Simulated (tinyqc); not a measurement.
Floating body of a partially depleted SOI transistor: body voltage and kink: one step of the calculation.

Source at 0 V. Channel current Ic = 2 nf K Vt^2 [F(0) - F(Vd)](1 + la Vd), F(V) = ln^2(1 + exp((Vg - VT - nf V)/(2 nf Vt))), VT = VT0 - gb Vb. Saturation voltage Vs = 2 Vt sqrt(F(0)) + 3 Vt, excess Ve = (Vd - Vs + sqrt((Vd - Vs)^2 + 0.0004 V^2))/2, multiplication M1 = Ai Ve exp(-Bl/Ve). Each junction passes D(v) = J1 (exp(v/Vt) - 1) + J2 (exp(v/(2 Vt)) - 1). Bipolar current Ib = bb J1 (exp(Vb/Vt) - 1). The body settles where M1 (Ic + Ib) = D(Vb) + D(Vb - Vd) + Vb/Rb; drain current Id = (1 + M1)(Ic + Ib) - D(Vb - Vd).

Question. Drain current with floating and with grounded body. Id and VT at the converged Vb, Id at Vb = 0, their ratio, and the bipolar share Ib/(Ic + Ib).

Parameters, values chosen for the exercise; values of the order met in partially depleted silicon-on-insulator transistors: temperature T = 358 K; threshold at zero body voltage VT0 = 0.31 V; fall of the threshold per volt of body voltage gb = 0.32; slope factor nf = 1.23; gain factor per width K = 210 uA/(V^2 um); channel-length modulation factor la = 0.05 1/V; impact-ionisation prefactor Ai = 3.66 1/V; impact-ionisation voltage Bl = 5.2 V; diffusion saturation current of each junction J1 = 1.4e-10 uA/um; recombination saturation current of each junction J2 = 3.5e-8 uA/um; gain of the lateral bipolar transistor on the diffusion current bb = 0.5; resistance of a weak body tie to the source (1e9 stands for no tie, and the term is then dropped) Rb = 1e9 kohm um; gate voltage Vg = 0.41 V; drain voltage Vd = 2.4 V.

Constants: q = 1.602176634e-19 C, kB = 1.380649e-23 J/K, Vt = kB T/q. Results are converted to the units shown.

converged Vb = 0.76817910 V

Give: VT; Id, floating; Id, grounded; ratio; bipolar share.

Answer.

VT = 0.06418 V
Id, floating = 25.18 uA/um
Id, grounded = 2.358 uA/um
ratio = 10.68
bipolar share = 28.43 %

The body rises to 0.768 V and lowers the threshold by 246 mV.

Range of the model: The multiplication law is an empirical form chosen for the exercise; self-heating and capacitive coupling to the body are left out, and the linear laws are rough once Vb passes about 0.7 V or M1 about 0.1.

Numbers from tinyqc (`OMP_NUM_THREADS=1 python tinyqc.py 2182023 2182024 out.jsonl`; about 0.2 s on one thread of a shared Intel Xeon 2.30GHz).
